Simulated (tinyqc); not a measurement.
# Two channel transmissions from conductance and noise

Problem. A contact has two spin-degenerate channels: G = (2 q^2/h)(T1 + T2), Fano factor F = [T1 (1 - T1) + T2 (1 - T2)]/(T1 + T2), T1 > T2. Find T1 and T2.

G in units of 2 q^2/h = 1.23
Fano factor = 0.19146341

Solution. With g = T1 + T2, T1^2 + T2^2 = g (1 - F), so (T1 - T2)^2 = 2 g (1 - F) - g^2.

T1 = 0.9600
T2 = 0.2700

Computed by the program tinyqc: `OMP_NUM_THREADS=1 python tinyqc.py 2740001 2740002 out.jsonl`, one thread of a shared Intel Xeon 2.30GHz, about 0.04 s for the whole run.
